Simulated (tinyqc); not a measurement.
Stoner model of a band ferromagnet: sweeps and comparisons. A value that a table varies takes the place of the one given here.

Density of states per atom and spin: flat with a rise to the top, D(e) = (M/W) [1 - sp + 4 sp (e/W + 1/2)^3]. Levels e -/+ I m/2 for up and down spin, m = n_up - n_down, n_up + n_down = nd. At zero temperature e(N) is the energy below which N states lie, and E(m) = sum over spins of integral e D de - I m^2/4.

Constants: kB = 8.617333262e-05 eV/K.

Parameters, chosen for this exercise:
- W = 5.8 eV (band width, e from -W/2 to W/2)
- M = 5 (states per atom and spin)
- nd = 7.11 (electrons per atom)
- sp = 0.41 (shape parameter)
- I = 1.14 eV (Stoner parameter)

## Moment against temperature

Fermi-Dirac occupations on 600 equal energy intervals; m is iterated from saturation until it changes by less than 1e-7 or for 400 rounds; the paramagnet is unstable while I times the mean of D weighted by -df/de exceeds 1.

Results:

| T/Tc | T (K) | m (muB) | I D(T) of the paramagnet |
|---|---|---|---|
| 0.10 | 943 | 2.890 | 1.560 |
| 0.30 | 2830 | 2.877 | 1.511 |
| 0.50 | 4717 | 2.751 | 1.360 |
| 0.65 | 6132 | 2.503 | 1.238 |
| 0.80 | 7547 | 2.042 | 1.126 |
| 0.90 | 8490 | 1.512 | 1.060 |
| 0.95 | 8962 | 1.093 | 1.029 |
| 1.10 | 10377 | 0.000 | 0.945 |

Tc (from I D(T) = 1) = 9.43e+03 K

kB Tc = 0.813 eV, 0.25 of the exchange splitting at zero temperature. m keeps 0.95 of its first value at half Tc and 0.52 at 0.9 Tc. The model knows only Stoner excitations; spin waves and local moments bring the ordering temperature below the Stoner value.

## Moment against the Stoner parameter

Lowest state for each I.

Results:

| I (eV) | I D(EF) | m (muB) | E - E(0) (meV) |
|---|---|---|---|
| 0.44 | 0.602 | 0.000 | 0.0 |
| 0.59 | 0.807 | 0.000 | 0.0 |
| 0.66 | 0.903 | 0.000 | 0.0 |
| 0.73 | 0.999 | 0.000 | 0.0 |
| 0.81 | 1.108 | 2.890 | -123.3 |
| 0.92 | 1.259 | 2.890 | -353.0 |
| 1.10 | 1.505 | 2.890 | -728.8 |
| 1.32 | 1.806 | 2.890 | -1188.2 |

A moment first appears at I = 0.81 eV of those listed, where I D(EF) = 1.108. It is saturated at 2.890 from I = 0.81 eV on. Between that row and the one before it m goes from zero to saturation; the table does not show whether the onset is abrupt.

## Moment against band filling

Rigid band, I fixed: a Slater-Pauling curve.

Results:

| nd | I D(EF) | m (muB) | m_max |
|---|---|---|---|
| 3.0 | 0.751 | 0.000 | 3.0 |
| 4.0 | 0.915 | 0.000 | 4.0 |
| 5.0 | 1.109 | 4.115 | 5.0 |
| 6.0 | 1.319 | 4.000 | 4.0 |
| 6.5 | 1.427 | 3.500 | 3.5 |
| 7.0 | 1.536 | 3.000 | 3.0 |
| 7.5 | 1.645 | 2.500 | 2.5 |
| 8.0 | 1.755 | 2.000 | 2.0 |
| 8.5 | 1.864 | 1.500 | 1.5 |
| 9.0 | 1.974 | 1.000 | 1.0 |
| 9.5 | 2.083 | 0.500 | 0.5 |

Magnetic fillings among those listed: 5.0, 6.0, 6.5, 7.0, 7.5, 8.0, 8.5, 9.0 and 9.5; the largest moment is 4.11 at nd = 5. At 6.0, 6.5, 7.0, 7.5, 8.0, 8.5, 9.0 and 9.5 the moment is saturated and follows m_max, changing by one per electron.

## What moves the moment

Lowest state for each case. Each row changes one parameter from the base and keeps the others.

Results:

| case | I D(EF) | m (muB) | E - E(0) (meV) |
|---|---|---|---|
| base | 1.560 | 2.890 | -812.3 |
| W = 5.336 eV | 1.695 | 2.890 | -937.8 |
| I = 1.231 eV | 1.684 | 2.890 | -1002.3 |
| nd = 6.81 | 1.494 | 3.190 | -889.9 |
| sp = 0.51 | 1.783 | 2.890 | -1005.3 |

The largest shifts from the base row, up to three for each result and ties (the steps differ in size, so this ranks the rows, not the parameters). I D(EF): sp +0.223, W +0.136, I +0.125. m (muB): nd +0.300; unchanged at the printed digits by W, I and sp. E - E(0) (meV): sp -193.0, I -190.0, W -125.4.

tinyqc: `OMP_NUM_THREADS=1 python tinyqc.py 1652646 1652647 out.jsonl`; about 0.3 s, one thread, shared Intel(R) Xeon(R) Processor @ 2.30GHz.
